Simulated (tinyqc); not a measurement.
Worked calculation: band edges of strained Si(1-x)Ge(x) on relaxed Si(1-y)Ge(y). Values are carried at full precision from step to step, so a last printed digit may differ when a step is redone from the rounded ones.

Values are linear in the Ge fraction but for ED(x) = linear - CD x (1 - x) and a(x) = linear - Ca x (1 - x). Energies are on the common scale of Ev.

Inputs chosen for the exercise (end members near Si and Ge, in this order; the results hold for these values, not for the real material):
- a = (5.434, 5.658) angstrom (lattice constant)
- Dso = (0.044, 0.289) eV (spin-orbit splitting)
- av = (2.47, 1.25) eV (valence hydrostatic potential)
- b = (-2.1, -2.52) eV (tetragonal shear potential)
- d = (-4.76, -5.23) eV (trigonal shear potential)
- C11 = (164.4, 128.5) GPa
- C12 = (64.5, 47.8) GPa
- C44 = (79.2, 67.6) GPa
- Ev = (0, 0.65) eV (top of the unstrained valence band)
- ED = (1.137, 0.919) eV (gap to the Delta valleys)
- EL = (1.998, 0.732) eV (gap to the L valleys)
- aD = (1.81, 1.27) eV (hydrostatic potential of the Delta gap)
- aL = (-3.17, -2.87) eV (hydrostatic potential of the L gap)
- XuD = (9.12, 9.3) eV (uniaxial potential, Delta)
- XuL = (16.15, 14.6) eV (uniaxial potential, L)
- CD = 0.187 eV (bowing of the Delta gap)
- Ca = 0.025 angstrom (bowing of the lattice constant)
- x = 1 (Ge fraction of the layer)
- y = 0.51 (Ge fraction of the relaxed buffer)
- face = 001 (growth face)

## Values of the layer and the buffer

Interpolate at x and at y.

Interpolated values (a in angstrom, C11, C12, C44 in GPa, all else in eV):

| symbol | layer | buffer |
|---|---|---|
| a | 5.6580 | 5.5420 |
| Dso | 0.2890 | 0.1689 |
| av | 1.2500 | 1.8478 |
| b | -2.5200 | -2.3142 |
| d | -5.2300 | -4.9997 |
| C11 | 128.5000 | 146.0910 |
| C12 | 47.8000 | 55.9830 |
| C44 | 67.6000 | 73.2840 |
| Ev | 0.6500 | 0.3315 |
| ED | 0.9190 | 0.9791 |
| EL | 0.7320 | 1.3523 |
| aD | 1.2700 | 1.5346 |
| aL | -2.8700 | -3.0170 |
| XuD | 9.3000 | 9.2118 |
| XuL | 14.6000 | 15.3595 |

## Strain of the layer on a (001) buffer

Coherent growth on a (001) face: e_par = (a(y) - a(x))/a(x), e_perp = -2 (C12/C11) e_par; exx = eyy = e_par, ezz = e_perp, no shear.

Use the elastic constants of the layer.

e_par = -0.020503
e_perp = 0.015254

strain tensor in the cubic axes:
```
           x          y         z
x  -0.020503   0.000000  0.000000
y   0.000000  -0.020503  0.000000
z   0.000000   0.000000  0.015254
```

The layer is under compression in the plane; its volume changes by -2.575 %.

## Conduction valleys of the layer

A valley with unit axis u lies at Ev + gap + (av + a_valley) tr(e) + Xu (u.e.u - tr(e)/3); the Delta axes are x, y, z and the L axes [111], [1-1-1], [-11-1], [-1-11]. The second-order shift of the Delta valleys under shear is left out; it lowers the pair normal to the sheared plane by tens of meV at a shear of 1 %.

Give the hydrostatic shifts, the uniaxial shifts and the edges.

hydrostatic shifts of Delta and L (eV): -0.0649  0.0417

uniaxial shifts (eV): Delta x -0.1108, Delta y -0.1108, Delta z 0.2217, L [111] 0.0000, L [1-1-1] 0.0000, L [-11-1] 0.0000, L [-1-11] 0.0000

valley edges (eV): Delta x 1.3933, Delta y 1.3933, Delta z 1.7258, L [111] 1.4237, L [1-1-1] 1.4237, L [-11-1] 1.4237, L [-1-11] 1.4237

The lowest set is Delta4 (the digit counts whole valleys) at 1.3933 eV; the Delta valleys spread over 333 meV and the L valleys over 0 meV. The lowest Delta and L edges are only 30 meV apart, within the spread of parameter sets.

## Valence edges of the layer

Valence edges: Ev plus the levels of the 6 x 6 matrix of X, Y, Z times spin with -Dso/3 + l exx + m (eyy + ezz) on the diagonal (cyclic), n exy off it, l = av + 2 b, m = av - b, n = sqrt(3) d. Spin-orbit term (Dso/3) L.sigma on X, Y, Z with (L_k)_ij = -i epsilon_kij: <X+|H|Y+> = -i Dso/3, <X+|H|Z-> = Dso/3, <Y+|H|Z-> = -i Dso/3, <Z+|H|X-> = -Dso/3, <Z+|H|Y-> = i Dso/3, <X-|H|Y-> = i Dso/3, and their conjugates; + and - are the spin along z.

Give the strain block and the three twofold edges.

strain block (eV), lower triangle:
```
        X       Y        Z
X  0.0579
Y       0  0.0579
Z       0       0  -0.2124
```

edges from the top (eV): 0.7079  0.5899  0.2666

The top two edges are split by 118 meV.

## Gap and offsets against the buffer

Buffer: Ev(y) and Ec = Ev(y) + min(ED, EL). dEc = Ec(buffer) - Ec(layer), dEv = Ev(layer) - Ev(buffer); positive values confine the carrier in the layer; type I if both have one sign.

gap of the strained layer = 0.6853 eV
gap of the buffer = 0.9791 eV
dEc = -0.0827 eV
dEv = 0.3764 eV

Type II: electrons collect in the buffer (83 meV) and holes in the layer (376 meV). The relaxed layer would have a gap of 0.732 eV, so strain has moved it by -47 meV.

## Checks

- Mean of the three Delta edges against the hydrostatic shift alone (eV): both 1.50410.

Run: tinyqc, `OMP_NUM_THREADS=1 python tinyqc.py 1081256 1081257 out.jsonl`; Intel(R) Xeon(R) Processor @ 2.30GHz, one thread, shared host; about 0.01 s of CPU time with all checks.
